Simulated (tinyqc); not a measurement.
Inside a calculation. Method: coherent transport through a tight-binding region between two chains. Computed by tinyqc, a small Python program that keeps every step. Settings: temperature = 77, mu = -0.47. Command: `OMP_NUM_THREADS=1 python tinyqc.py 25998 25999 out.jsonl` (the two numbers bound the seeds that draw the settings). One thread of a shared host (Intel(R) Xeon(R) Processor @ 2.60GHz), about 0.07 s of CPU time with the checks.

## Transmission at E = -0.51 eV

H of the central region (eV):
$$\begin{pmatrix}
0.790000 & -1.500000 & 0.000000 & -1.500000 \\
-1.500000 & 0.900000 & -1.500000 & 0.000000 \\
0.000000 & -1.500000 & 0.250000 & -1.500000 \\
-1.500000 & 0.000000 & -1.500000 & 0.880000
\end{pmatrix}$$

Leads: semi-infinite chains with site energy 0:
```
parameter                           value
lead hopping t (eV)              1.960000
coupling to the left lead (eV)   0.980000
coupling to the right lead (eV)  0.470000
left contact site                       1
right contact site                      3
```

E = -0.510000 eV

Surface Green function g = (E - i sqrt(4 t^2 - E^2)) / (2 t^2); self-energy tc^2 g on each contact site; G = (E - H - Sigma)^(-1); Gamma = -2 Im Sigma; T = Gamma_L Gamma_R |G_LR|^2; local density of states -Im G_ii / pi.

g = -0.066379-0.505868i 1/eV

G (1/eV):
$$\begin{pmatrix}
-0.415763-0.127648i & 0.140323+0.014624i & 0.547667+0.141395i & 0.142342+0.014834i \\
0.140323+0.014624i & -0.297380-0.016579i & 0.246807-0.030208i & 0.417766-0.016818i \\
0.547667+0.141395i & 0.246807-0.030208i & -0.315668-0.169790i & 0.250358-0.030643i \\
0.142342+0.014834i & 0.417766-0.016818i & 0.250358-0.030643i & -0.295648-0.017060i
\end{pmatrix}$$

local density of states (1/eV): [0.040632, 0.005277, 0.054046, 0.005430]

transmission = 0.069477

## Transmission across the band

The same steps on a grid of energies.

T(E):
```
E (eV)              T
-3.72400000  0.000324
-3.35160000  0.002275
-2.97920000  0.012722
-2.60680000  0.141034
-2.23440000  0.322332
-1.86200000  0.079479
-1.48960000  0.050363
-1.11720000  0.046749
-0.74480000  0.055501
-0.37240000  0.082968
0            0.165042
0.37240000   0.443742
0.74480000   0.454968
1.11720000   0.150892
1.48960000   0.065160
1.86200000   0.036801
2.23440000   0.025067
2.60680000   0.019904
2.97920000   0.018558
3.35160000   0.022013
3.72400000   0.053571
```

levels of the isolated region (eV): [-2.314392, 0.522970, 0.889998, 3.721424]

## Current

I = (2e/h) int T(E) [f(E - mu - V/2) - f(E - mu + V/2)] dE at 77 K with mu = -0.47 eV, the bias not changing H; 2e^2/h = 77.48092 microsiemens; the integral runs over the band on 4001 points.

Current:
```
V (volt)  I (microampere)
0.010000         0.056486
0.050000         0.282525
0.100000         0.565651
0.200000         1.136134
0.400000         2.311803
0.800000         4.970382
```
